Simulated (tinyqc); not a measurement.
MOSFET in the linear regime without short-channel effects, parameter extraction from computed curves: extraction methods against the drawn gate length.

Inversion charge Q = Cox n Vt W0(exp((Vg - VT)/(n Vt))), W0 the Lambert function and n = nf; u = Q/Cox; mobility mu = mu0/(1 + th1 u + th2 u^2); channel resistance Rch = (L - dL)/(W mu Q); Id = Vd/(Rch + Rsd/W). Cox = eps0 eox/tox. Small Vd, no channel-length or drain effects.

From the continuous curve Id(Vg): tangent at peak gm (V_ext = Vg - Id/gm); constant current Id = 0.1 uA W/L; peak of d2Id/dVg2; Y = Id/sqrt(gm) drawn through Vg = VT + 0.6 and VT + 0.8 V, with intercept VT_Y and slope s. Mobilities gm,max L/(W Cox Vd) and s^2 L/(W Cox Vd) with the drawn L. Last column: share of Rsd/W in the total resistance at VT + 0.8 V.

Values chosen for this exercise; channel values of the order met in silicon transistors:
- T = 300 K (temperature)
- eox = 24.6 (relative permittivity of the gate insulator (close to zirconium oxide))
- tox = 6.9 nm (insulator thickness)
- mu0 = 280 cm^2/(V s) (low-field mobility)
- th1 = 0.3 1/V (first mobility attenuation factor)
- th2 = 0.26 1/V^2 (second mobility attenuation factor)
- VT = 0.22 V (threshold voltage)
- nf = 1.27 (body factor)
- W = 0.5 um (gate width)
- dL = 0.018 um (drawn less effective length)
- Rsd = 120 ohm um (source plus drain resistance)
- Vd = 0.02 V (drain voltage)

Constants: q = 1.602176634e-19 C, kB = 1.380649e-23 J/K, Vt = kB T/q, eps0 = 8.8541878128e-14 F/cm where lengths are in cm. Results are converted to the units shown.

Result of one run:
columns A: V_ext (V); B: constant current (V); C: second derivative (V); D: VT_Y (V); E: mobility from gm (cm^2/(V s)); F: mobility from Y (cm^2/(V s)); G: series share (%)
```
A          B      C      D    E    F     G
0.206  0.162  0.206  0.328  192  398  33.1
```

Which drawn gate length L gave this result: 0.03, 0.13, 1.2 or 5 um?

L = 0.13 um.

The whole series:
columns A: L (um); B: V_ext (V); C: constant current (V); D: second derivative (V); E: VT_Y (V); F: mobility from gm (cm^2/(V s)); G: mobility from Y (cm^2/(V s)); H: series share (%)
```
A          B      C      D      E    F    G     H
0.03   0.168  0.135  0.183  0.328  207  857  82.2
0.062  0.192  0.155  0.200  0.328  189  483  55.8
0.13   0.206  0.162  0.206  0.328  192  398  33.1
0.27   0.216  0.165  0.209  0.328  198  367  18.0
0.56   0.221  0.167  0.210  0.328  202  354  9.29
1.2    0.225  0.167  0.211  0.328  205  348  4.48
2.4    0.226  0.168  0.211  0.328  207  346  2.28
5      0.227  0.168  0.211  0.328  207  344  1.10
```

The model has VT = 0.22 V and mu0 = 280 cm^2/(V s). Over the table the extracted thresholds move by 59 mV (tangent), 33 mV (constant current), 28 mV (second derivative), under 0.5 mV (Y function). The mobility from gm goes from 207 through a minimum of 189 (at L = 0.062 among the rows listed) to 207 and that from Y falls from 857 to 344 cm^2/(V s).

Numbers from tinyqc (`OMP_NUM_THREADS=1 python tinyqc.py 2210170 2210171 out.jsonl`; about 0.02 s on one thread of a shared Intel Xeon 2.30GHz).
